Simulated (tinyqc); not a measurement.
## Mass and degeneracy from charge and saturation current

Question. At high drain voltage only states moving towards the drain are filled: I = gv (2 q^2/h) Vt ln(1 + exp eta) and n = (N0/2) F_(-1/2)(eta), N0 = gv sqrt(2 m kB T/pi)/hbar, F_(-1/2)(x) = (1/sqrt(pi)) int_0^infinity u^(-1/2)/(1 + exp(u - x)) du. Find eta and m.

Inputs (values chosen for the exercise): temperature T = 400 K; valley degeneracy gv = 4.

Constants: q = 1.602176634e-19 C, kB = 1.380649e-23 J/K, hbar = 1.054571817e-34 J s, h = 6.62607015e-34 J s, m0 = 9.1093837015e-31 kg, Vt = kB T/q. Results are converted to the units shown.

n = 8.8944937e6 cm^-1
I = 49.988623 uA

Solution. In one dimension the current holds no mass, so it gives eta directly; n then gives m.

eta = 4.670
m = 0.1210 m0

Numbers from tinyqc (`OMP_NUM_THREADS=1 python tinyqc.py 2400045 2400046 out.jsonl`; about 0.04 s on one thread of a shared Intel Xeon 2.30GHz).
